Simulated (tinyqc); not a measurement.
Worked calculation: thin-film optics by transfer matrices. Values are carried at full precision from step to step, so a last printed digit may differ when a step is redone from the rounded ones.

Indices N = n + i k. Snell: N0 sin(theta) = N_j sin(theta_j), with Im(N_j cos theta_j) >= 0. Admittance y_j = N_j cos theta_j for s and N_j/cos theta_j for p. Phase delta_j = 2 pi N_j cos theta_j d_j/lambda. Layer matrix [[cos delta, -i sin delta/y], [-i y sin delta, cos delta]], multiplied from the top down to M. (B, C) = M (1, y_sub); r = (y0 B - C)/(y0 B + C), R = |r|^2, T = 4 Re y0 Re y_sub/|y0 B + C|^2, absorbed in the films 1 - R - T.

Parameters, chosen for this exercise (indices near those of HfO2, SiO2 on Cu; shifted at random, so the results belong to these values and not to a real crystal):
- lam = 248 nm (vacuum wavelength)
- n0 = 1 (ambient index)
- n = (2.325, 1.5, 1.457) (n of HfO2, SiO2, substrate)
- k = (0.01, 0, 1.853) (k in the same order)
- d = (23.6, 12.6) nm (thicknesses, top first)
- theta = 0 degrees (angle of incidence)
- pol = s (polarisation)

## Angles, admittances and phases

Form cos theta_j, y_j and delta_j.

cos theta_j: ambient 1.0000, film 1 1.0000, film 2 1.0000, substrate 1.0000

y_j: ambient 1.0000, film 1 2.3250+0.0100i, film 2 1.5000, substrate 1.4570+1.8530i

delta_j (rad): film 1 1.3902+0.0060i, film 2 0.4788

## Layer matrices and their product

Form each matrix and multiply from the top down.

matrix of film 1:
```
                1                2
1  0.1797-0.0059i  -0.0014-0.4231i
2  0.0123-2.2872i   0.1797-0.0059i
```

matrix of film 2:
```
          1         2
1    0.8875  -0.3072i
2  -0.6911i    0.8875
```

M:
```
                 1                2
1  -0.1330-0.0043i  -0.0030-0.4307i
2   0.0069-2.1541i  -0.5431-0.0090i
```

Each matrix has determinant 1, and so has M.

## Reflection and transmission

Close the stack on the substrate.

B, C: 0.6608-0.6374i  -0.7677-3.1736i

r = -0.6755+0.3559i
R = 0.5829
T into the substrate = 0.4010
absorbed in the films = 0.0161

The bare substrate would reflect 0.3846.

## Checks

- R against the recursion of Airy sums from the substrate up: both 0.58291.

Program tinyqc; command `OMP_NUM_THREADS=1 python tinyqc.py 1680148 1680149 out.jsonl`; about 0.01 s on one thread of a shared Intel(R) Xeon(R) Processor @ 2.30GHz.
